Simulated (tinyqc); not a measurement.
# Ellipsometry and reflectance of a transparent film on an absorbing substrate: effects of single changes

Air (index 1), film, substrate with N2 = n2 - i k2; time factor exp(+i w t). q_j = sqrt(N_j^2 - sin^2 th), root with positive real part. Fresnel coefficients r_s = (q_a - q_b)/(q_a + q_b), r_p = (N_b^2 q_a - N_a^2 q_b)/(N_b^2 q_a + N_a^2 q_b). tan(Psi) exp(i Delta) = R_p/R_s, Delta taken from 0 to 360 degrees.

Inputs (values chosen for the exercise); indices close to those of silicon dioxide on silicon:
- lam = 405 nm (wavelength)
- th = 65 degrees (angle of incidence)
- n1 = 1.448 (index of the transparent film)
- d = 45 nm (film thickness)
- n2 = 5.42 (index of the substrate)
- k2 = 0.329 (extinction coefficient of the substrate)

Each table varies one quantity; the others keep the values above.

## Psi and Delta against the film thickness

beta = 2 pi d q1/lam, X = exp(-2 i beta), R = (r01 + r12 X)/(1 + r01 r12 X) for p and s. The last column is the derivative of Delta.

Psi and Delta against the film thickness:
```
d (nm)  Psi (degrees)  Delta (degrees)  |R_p|^2  |R_s|^2  dDelta/dd (degrees/nm)
0              25.096           177.02  0.15996  0.72924                 -2.0559
2              25.146           172.91  0.16060  0.72882                 -2.0461
4              25.241           168.84  0.16179  0.72793                 -2.0276
6              25.380           164.81  0.16352  0.72656                 -2.0007
8              25.560           160.84  0.16577  0.72471                 -1.9662
10             25.782           156.95  0.16854  0.72236                 -1.9246
12             26.041           153.15  0.17178  0.71950                 -1.8766
14             26.337           149.45  0.17549  0.71612                 -1.8231
16             26.666           145.86  0.17962  0.71220                 -1.7649
```

Read the table: what changes, and by how much?

Delta falls from 177.02 to 145.86 degrees while Psi moves from 25.10 to 26.67: Delta changes 19.9 times as much as Psi. With the slope of the first row an error of 0.01 degree in Delta means 0.0049 nm.

## Effect of the angle of incidence

Same model as above.

dDelta/dd is the derivative of Delta; period lam/(2 q1).

Effect of the angle of incidence:
```
th (degrees)  Psi (degrees)  Delta (degrees)  |R_p|^2  |R_s|^2  dDelta/dd (degrees/nm)  period (nm)
50                    38.26            146.2   0.2723   0.4377                 -0.3661        164.8
55                    36.80            136.5   0.2662   0.4756                 -0.4772        169.6
60                    35.36            124.5   0.2622   0.5206                 -0.5813        174.5
65                    34.18            109.9   0.2646   0.5737                 -0.6483        179.3
70                    33.63            92.14   0.2814   0.6361                 -0.6369        183.8
75                    34.21            71.36   0.3276   0.7089                 -0.5213        187.7
80                    36.36            48.34   0.4300   0.7933                 -0.3335        190.8
85                    40.15            24.28   0.6336   0.8900                 -0.1486        192.7
```

What does the comparison show?

Psi goes from 38.3 through a minimum of 33.6 (at th = 70 among the rows listed) to 40.2 degrees and |R_p|^2 goes from 0.272 through a minimum of 0.262 (at th = 60 among the rows listed) to 0.634. The slope of Delta is largest in size, 0.648 degrees/nm, at th = 65 among the rows. The bare substrate has its smallest |R_p| near arctan(n2) = 79.5 degrees.

Numbers from tinyqc (`OMP_NUM_THREADS=1 python tinyqc.py 2870128 2870129 out.jsonl`; about 0.5 s on one thread of a shared Intel Xeon 2.30GHz).
